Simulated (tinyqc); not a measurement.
Interdiffusion in a binary couple: Darken equations, Kirkendall shift and Boltzmann-Matano analysis: one step, computed by the program tinyqc.

x is the mole fraction of B; the molar volume is constant, and the two halves are long enough to count as infinite.

Question. Diffusivities at one composition. D*_i(x) = D*_i(0) exp(k x); thermodynamic factor Phi = 1 - 2 W x (1 - x)/(k_B T); intrinsic D_i = D*_i Phi; interdiffusion D~ = x D_A + (1 - x) D_B.

Inputs (values chosen for the exercise, for a model alloy A-B):
```
quantity                            value   unit
tracer diffusivity D*_A(0)        8.1e-14  m^2/s
tracer diffusivity D*_B(0)        2.1e-14  m^2/s
slope k of ln D* with x             -0.41      -
regular-solution parameter W        -0.11     eV
temperature T                         998      K
composition x for the local step     0.21      -
```

Vacancy-wind correction: none.

Constants: k_B = 8.617333262e-05 eV/K.

Give: thermodynamic factor Phi; intrinsic D_A; intrinsic D_B; interdiffusion coefficient D~ at the local x.

Answer.

thermodynamic factor Phi = 1.424

intrinsic D_A = 1.059e-13 m^2/s

intrinsic D_B = 2.744e-14 m^2/s

interdiffusion coefficient D~ at the local x = 4.391e-14 m^2/s

A negative W (tendency to order or compound) speeds mixing: Phi is above 1.
